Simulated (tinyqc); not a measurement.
Harmonic frequencies on the UHF/6-31g surface (energies and gradients from PySCF), for H2-, spin multiplicity 2, step by step. The basis has no diffuse functions, so it cannot describe the extra electron: this is an exercise in the method, not the real anion. One step of it, computed by the program tinyqc.

Question. One row of the Hessian: 2Hz. Displace 2Hz by +/-0.01 bohr; H(k, :) = (g(+) - g(-)) / (2 delta).

optimised positions (bohr), order 1H, 2H:
$$\begin{pmatrix}
0.000000 & 0.000000 & -0.854929 \\
0.000000 & 0.000000 & 2.068133
\end{pmatrix}$$

gradient at +delta (hartree/bohr), order 1H, 2H:
$$\begin{pmatrix}
0.00000000 & 0.00000000 & -0.00017963 \\
0.00000000 & 0.00000000 & 0.00017963
\end{pmatrix}$$

gradient at -delta (hartree/bohr), order 1H, 2H:
$$\begin{pmatrix}
0.00000000 & 0.00000000 & 0.00018664 \\
0.00000000 & 0.00000000 & -0.00018664
\end{pmatrix}$$

Give: row of the Hessian.

Answer.

row of the Hessian (hartree/bohr^2): 1Hx 0.000000, 1Hy 0.000000, 1Hz -0.018313, 2Hx 0.000000, 2Hy 0.000000, 2Hz 0.018313
